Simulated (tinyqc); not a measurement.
LCCD on RHF in the 6-311g basis, for H2, spin multiplicity 1, step by step. One step of it, computed by the program tinyqc.

Task: LCCD: starting amplitudes. t_ij^ab = <ij||ab> / (e_i + e_j - e_a - e_b), whose energy is MP2.

orbital energies (hartree): MO1 -0.562083, MO2 0.149378, MO3 0.315743, MO4 0.601580, MO5 2.557718, MO6 2.618858

Two-electron integrals over orbitals (pq|rs), unique and non-zero (hartree):
```
(11|11) 0.610923    (21|21) 0.057138    (22|11) 0.357053    (22|22) 0.305057
(31|11) -0.127777   (31|22) -0.030612   (31|31) 0.054645    (32|21) 0.019964
(32|32) 0.035136    (33|11) 0.360895    (33|22) 0.276598    (33|31) -0.037490
(33|33) 0.281750    (41|21) -0.068943   (41|32) -0.001363   (41|41) 0.102782
(42|11) -0.138660   (42|22) -0.050910   (42|31) 0.043334    (42|33) -0.048392
(42|42) 0.058927    (43|21) 0.038466    (43|32) 0.017114    (43|41) -0.045916
(43|43) 0.032650    (44|11) 0.483234    (44|22) 0.330784    (44|31) -0.082163
(44|33) 0.311452    (44|42) -0.103541   (44|44) 0.420386    (51|11) -0.080051
(51|22) -0.013468   (51|31) 0.045615    (51|33) -0.021692   (51|42) 0.028348
(51|44) -0.056817   (51|51) 0.079679    (52|21) -0.004123   (52|32) 0.004171
(52|41) 0.012260    (52|43) -0.009815   (52|52) 0.013753    (53|11) 0.101588
(53|22) 0.033896    (53|31) -0.038019   (53|33) 0.034670    (53|42) -0.035893
(53|44) 0.071030    (53|51) -0.042056   (53|53) 0.034947    (54|21) 0.014186
(54|32) -0.018612   (54|41) -0.038492   (54|43) 0.014673    (54|52) -0.021815
(54|54) 0.047884    (55|11) 0.618058    (55|22) 0.353017    (55|31) -0.136082
(55|33) 0.360670    (55|42) -0.142936   (55|44) 0.490917    (55|51) -0.122475
(55|53) 0.121223    (55|55) 0.680562    (61|21) -0.028928   (61|32) 0.016730
(61|41) 0.061448    (61|43) -0.029867   (61|52) 0.029886    (61|54) -0.060784
(61|61) 0.086326    (62|11) -0.027217   (62|22) 0.009433    (62|31) 0.022501
(62|33) -0.002717   (62|42) 0.006688    (62|44) -0.013730   (62|51) 0.036298
(62|53) -0.016403   (62|55) -0.048269   (62|62) 0.024090    (63|21) 0.031457
(63|32) -0.003356   (63|41) -0.050500   (63|43) 0.022299    (63|52) -0.011795
(63|54) 0.031313    (63|61) -0.045947   (63|63) 0.032454    (64|11) 0.138881
(64|22) 0.030551    (64|31) -0.060348   (64|33) 0.044751    (64|42) -0.047842
(64|44) 0.092235    (64|51) -0.074260   (64|53) 0.050550    (64|55) 0.176302
(64|62) -0.037454   (64|64) 0.088478    (65|21) 0.094840    (65|32) 0.002972
(65|41) -0.142728   (65|43) 0.072265    (65|52) -0.038222   (65|54) 0.087601
(65|61) -0.130436   (65|63) 0.089330    (65|65) 0.268350    (66|11) 0.643724
(66|22) 0.368519    (66|31) -0.149945   (66|33) 0.367204    (66|42) -0.155011
(66|44) 0.518070    (66|51) -0.152903   (66|53) 0.137159    (66|55) 0.719793
(66|62) -0.056453   (66|64) 0.199042    (66|66) 0.779166
```

Give: Starting amplitudes; correlation energy.

Result:

Starting amplitudes (spin orbitals 1a, 1b, ...; amplitudes related by a flip of all spins are not repeated):
```
from      to        t
1a 1b  4a 4b  -0.0442
1a 1b  2a 2b  -0.0402
1a 1b  2a 4b   0.0368
1a 1b  3a 3b  -0.0311
1a 1b  4a 6b  -0.0141
1a 1b  6a 6b  -0.0136
1a 1b  5a 5b  -0.0128
1a 1b  3a 5b  -0.0114
1a 1b  2a 6b   0.0074
```

correlation energy = -0.019002 hartree
